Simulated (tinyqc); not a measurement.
Bond angle at oxygen: bond unit of a tetrahedral oxide and its oxygen vacancy in tight binding.

Two sp3 hybrids h1, h2 at eh = (es + 3 ep)/4 point at one oxygen with orbitals s, px, py, pz; x joins the two cations, z bisects the angle phi, and th = (180 - phi)/2. With u = hbar^2/(m d^2) = 2c/d^2, c = hbar^2/2m0: Vhs = -(1.32 + sqrt3 x 1.42) u/2 and Vhp = (1.42 + sqrt3 x 2.22) u/2. <h|s> = Vhs for both; <h1|px> = Vhp cos(th), <h2|px> = -Vhp cos(th); <h|pz> = Vhp sin(th) for both; py is a lone pair. The unit holds 8 electrons. Coupling between units, which widens the levels into bands, is left out.

Constants: hbar^2/2m0 = 3.80998211 eV angstrom^2.

Inputs chosen for the exercise (near tabulated values for SiO2; not measured data):
- es = -14.7 eV (s level of the cation)
- ep = -7.69 eV (p level of the cation)
- eos = -33.95 eV (s level of oxygen)
- eop = -16.88 eV (p level of oxygen)
- d = 1.62 angstrom (cation-oxygen distance)

phi is varied at fixed d. Levels above eop; cation-cation distance 2 d cos(th); band energy is twice the sum of the four filled levels, relative to phi = 180; excess on O is the number of electrons on oxygen less 6.

Against phi:

| phi (deg) | distance (angstrom) | level 2 | level 3 | level 5 | level 6 | excess on O | band energy (eV) |
|---|---|---|---|---|---|---|---|
| 110 | 2.654 | -5.885 | -2.686 | 12.537 | 13.323 | 0.910 | -2.044 |
| 120 | 2.806 | -6.354 | -2.145 | 11.955 | 13.792 | 0.937 | -1.818 |
| 130 | 2.936 | -6.760 | -1.612 | 11.386 | 14.198 | 0.974 | -1.492 |
| 140 | 3.045 | -7.098 | -1.110 | 10.853 | 14.536 | 1.020 | -1.102 |
| 150 | 3.130 | -7.365 | -0.665 | 10.384 | 14.803 | 1.071 | -0.698 |
| 160 | 3.191 | -7.558 | -0.311 | 10.013 | 14.995 | 1.120 | -0.339 |
| 170 | 3.228 | -7.674 | -0.080 | 9.772 | 15.111 | 1.156 | -0.090 |
| 180 | 3.240 | -7.713 | 0.000 | 9.688 | 15.150 | 1.170 | 0.000 |

What can be read from this table?

Bending moves coupling from px to pz: level 2 rises from -7.71 to -5.89 eV and level 3 falls from 0.00 to -2.69 eV between 180 and 110 degrees. The lowest empty level is lowest at 180 degrees (9.69 eV) and highest at 110 (12.54 eV), so a spread of angles in a glass smears the conduction edge. The band energy is lowest at 110 degrees of those listed (-2.04 eV); the repulsion of the cations, not included, opposes bending.

(tinyqc, `OMP_NUM_THREADS=1 python tinyqc.py 1480390 1480391 out.jsonl`, Intel(R) Xeon(R) Processor @ 2.30GHz, 1 thread, shared host, about 0.01 s.)
